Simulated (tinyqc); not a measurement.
Virtual-crystal alloy in the empirical-pseudopotential method, step by step. Values are carried at full precision from step to step, so a last printed digit may differ when a step is redone from the rounded ones.

Virtual crystal A(1-x)B(x): a = (1 - x) a_A + x a_B. Rule linear: V = (1 - x) V_A + x V_B. Rule volume: V = [(1 - x) a_A^3 V_A + x a_B^3 V_B]/a^3, since a form factor is an atomic potential divided by the cell volume.

Constants: hbar^2/2m0 = 3.80998211 eV angstrom^2; Ry = 13.60569312 eV.

Inputs chosen for the exercise (classic local form factors of the size used for GaP (A) and InP (B), which place X and L only to a few tenths of an eV; the results hold for these values, not for the real material): a = (5.441, 5.868) angstrom (lattice constants of A, B); VSA = (-0.221, 0.03, 0.07) Ry (symmetric form factors of A); VAA = (0.117, 0.069, 0.021) Ry (antisymmetric form factors of A); VSB = (-0.232, 0.01, 0.059) Ry (symmetric form factors of B); VAB = (0.072, 0.051, 0.011) Ry (antisymmetric form factors of B); rule = volume (mixing rule); x = 0.78 (fraction of B).

## The virtual crystal

Form a, the two weights and the form factors.

a = 5.7741 angstrom

weights of A and B: 0.18408  0.81869

VS at 3, 8, 11 (Ry): -0.23062  0.01371  0.06119

VA at 3, 4, 11 (Ry): 0.08048  0.05446  0.01287

## The six lowest plane waves at X

Empirical pseudopotential on the fcc lattice, atoms at +/- tau, tau = a (1,1,1)/8, no spin-orbit coupling. H(G,G') = c (2 pi/a)^2 |k + G|^2 delta + VS(q) cos(q.tau) + i VA(q) sin(q.tau), q = G - G', c = hbar^2/2m0; k and G in units of 2 pi/a; VS at |q|^2 = 3, 8, 11 and VA at 3, 4, 11, in rydberg, zero elsewhere. At each k the basis holds all G with |k + G|^2 up to 16; energies are counted from the fourth level at Gamma.

k = (1,0,0) with the small basis G = (0,0,0), (-2,0,0), (-1,1,1), (-1,-1,-1), (-1,1,-1), (-1,-1,1) in place of the full one.

H in this small basis (eV):
```
                  000           -200         -1+1+1         -1-1-1         -1+1-1         -1-1+1
000             4.511         0.741i  -2.219-0.774i   2.219+0.774i  -2.219+0.774i  -2.219+0.774i
-200          -0.741i          4.511   2.219-0.774i  -2.219+0.774i  -2.219-0.774i  -2.219-0.774i
-1+1+1  -2.219+0.774i   2.219+0.774i          9.023         -0.187         0.741i         0.741i
-1-1-1   2.219-0.774i  -2.219-0.774i         -0.187          9.023        -0.741i        -0.741i
-1+1-1  -2.219-0.774i  -2.219+0.774i        -0.741i         0.741i          9.023          0.187
-1-1+1  -2.219-0.774i  -2.219+0.774i        -0.741i         0.741i          0.187          9.023
```

## Levels in the small basis

Diagonalise; the gap between the fourth and fifth level is a first estimate of the direct gap at X.

levels (absolute scale of H) (eV): -0.555  4.004  8.836  8.836  11.939  12.054

gap = 3.103 eV

The full basis gives 4.276 eV for this gap.

## The lowest conduction band along Gamma-X and at L

Full basis at each k.

Levels (eV):
```
k           band 3  band 4  band 5  band 6
L           -0.813  -0.813   2.103   5.173
(0.00,0,0)   0.000   0.000   1.771   4.682
(0.20,0,0)  -0.299  -0.299   2.922   4.204
(0.40,0,0)  -0.911  -0.911   3.329   4.255
(0.60,0,0)  -1.506  -1.506   2.651   3.764
(0.70,0,0)  -1.725  -1.725   2.431   3.305
(0.80,0,0)  -1.884  -1.884   2.304   2.919
(0.85,0,0)  -1.939  -1.939   2.272   2.766
(0.90,0,0)  -1.980  -1.980   2.259   2.644
(1.00,0,0)  -2.013  -2.013   2.263   2.531
```

On these points band 5 is lowest at (0.00,0,0), 1.771 eV above the valence top: in this model the gap is direct, by a margin of 332 meV.

## Checks

- Fifth band at (0.85,0,0) against the equivalent point (0,0,-0.85), on the absolute scale of H (eV): both 10.2013.

tinyqc: `OMP_NUM_THREADS=1 python tinyqc.py 1050555 1050556 out.jsonl`; about 0.3 s, one thread, shared Intel(R) Xeon(R) Processor @ 2.30GHz.
